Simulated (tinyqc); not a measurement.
# Worked calculation: one-dimensional ballistic tunnel FET, two-band WKB

Program tinyqc, `OMP_NUM_THREADS=1 python tinyqc.py 2620076 2620077 out.jsonl`; Intel Xeon 2.30GHz, shared host, one thread, about 0.01 s. Printed values are rounded.

A p-type source for x < 0 with its Fermi level at 0 and its valence edge at ds; in the channel the bands fall as D exp(-x/lam) towards their flat values, with the conduction edge at Ec = ds - dP and D = dP + Eg. The gate moves dP one to one. The drain Fermi level lies at -Vd and the drain side reflects nothing. For w = E - Ec between 0 and dP an electron crosses the gap. Two-band dispersion with equal masses m: inside the gap kappa = sqrt(m u (1 - u/Eg)/C), u the distance from a band edge, C = hbar^2/(2 m0).

Parameters, values chosen for the exercise; band and dielectric values those of a made-up semiconductor:
```
symbol  value  unit                                           meaning
T          77     K                                       temperature
Eg      0.333    eV                                          band gap
m       0.029    m0              band-edge mass of the two-band model
lam       3.1    nm           screening length of the source junction
ds       0.07    eV  source valence edge above the source Fermi level
Vd        0.5     V                                        drain bias
g           2              number of degenerate subbands (spin apart)
dP       0.12    eV        tunnelling window Ev(source) - Ec(channel)
w0      0.036    eV          energy above the channel conduction edge
nc          8                                       cells of the path
nE         11                               points of the energy grid
```

Constants: q = 1.602176634e-19 C, kB = 1.380649e-23 J/K, hbar = 1.054571817e-34 J s, h = 6.62607015e-34 J s, m0 = 9.1093837015e-31 kg, Vt = kB T/q, hbar^2/(2 m0) = 0.0380998212 eV nm^2. Results are converted to the units shown.

Range of the model: Where S is below about 2 the WKB prefactor of 1 is a rough guess.

## The path through the gap by the midpoint rule

At w = w0 the path runs from xa = lam ln(D/(w + Eg)) to xb = lam ln(D/w); u(x) = w + Eg - D exp(-x/lam) is the height above the valence edge. Cut it into nc equal cells: S = 2 (cell width) times the sum of kappa at the centres.

xa = 0.635796 nm
xb = 7.85036 nm

```
cell	x (nm)	u (eV)	kappa (1/nm)
0	1.08671	0.049952	0.179772
1	1.98853	0.130485	0.245767
2	2.89035	0.190690	0.249056
3	3.79217	0.235699	0.228957
4	4.69399	0.269346	0.197963
5	5.59581	0.294500	0.160985
6	6.49763	0.313305	0.118761
7	7.39945	0.327364	0.064943
```

S = 2.60843

## The exponent in closed form

S(w) = 2 lam int_0^Eg kappa(u) du/(w + Eg - u) = 2 pi lam sqrt(m/(C Eg)) [w + Eg/2 - sqrt(w (w + Eg))], T(w) = exp(-S). The common triangular estimate is S = (4/3) lam sqrt(m/C) Eg^1.5/(dP + Eg) for all w.

S(w0) = 2.56916
T(w0) = 0.0765998
triangular S = 1.52970

The midpoint value is 1.5 % above the closed form, and the triangular estimate 40 % below it.

## Current on a coarse grid

S(w) = 2 lam int_0^Eg kappa(u) du/(w + Eg - u) = 2 pi lam sqrt(m/(C Eg)) [w + Eg/2 - sqrt(w (w + Eg))], T(w) = exp(-S). I = g (2 q^2/h) int_0^dP T(w) [f(E) - f(E + Vd)] dw, E = ds - dP + w, f(x) = 1/(1 + exp(x/Vt)). Simpson's rule on nE equally spaced points.

```
point	w (eV)	T(w)	difference of the f
0	0.000000	0.00742350	0.999466
1	0.012000	0.0346759	0.996753
2	0.024000	0.0559083	0.980515
3	0.036000	0.0765998	0.891863
4	0.048000	0.0968824	0.574789
5	0.060000	0.116716	0.181372
6	0.072000	0.136051	0.0350407
7	0.084000	0.154848	0.00591652
8	0.096000	0.173085	9.74541e-4
9	0.108000	0.190749	1.59858e-4
10	0.120000	0.207840	2.62043e-5
```

I = 0.457628 uA

A converged quadrature gives 0.4611 uA; this grid is 0.75 % below that.
